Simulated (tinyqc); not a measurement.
Cabrera-Mott growth of a thin oxide under its own electric field: one step, computed by the program tinyqc. Command: `OMP_NUM_THREADS=1 python tinyqc.py 3001467 3001468 out.jsonl cabrera walk`. One thread of a shared host (Intel(R) Xeon(R) Processor @ 2.30GHz), about 0.02 s of CPU time with the checks.

Electrons cross the film freely and set a fixed potential V across it; the field V/x lowers the barrier for ions entering the oxide.

Problem. Limiting thickness. Growth counts as stopped when u exp(X1/x) falls to 1e-5 angstrom/s: x_L = X1/ln(1e-5/u), defined while u is below that rate; the critical temperature is T_c = W/(k_B ln(u0/1e-5)).

Inputs (values chosen for the exercise, for a model metal): barrier W = 1.5 eV; prefactor u0 = N Omega nu = 8.6e+12 angstrom/s; temperature T = 450 K.

Backward hops: kept.

u = 1.365331e-04 angstrom/s

Constants: k_B = 8.617333262e-05 eV/K.

Give: limiting thickness x_L; critical temperature T_c.

Solution.

Limiting thickness x_L: none: u exceeds the rate

critical temperature T_c = 421.52 K
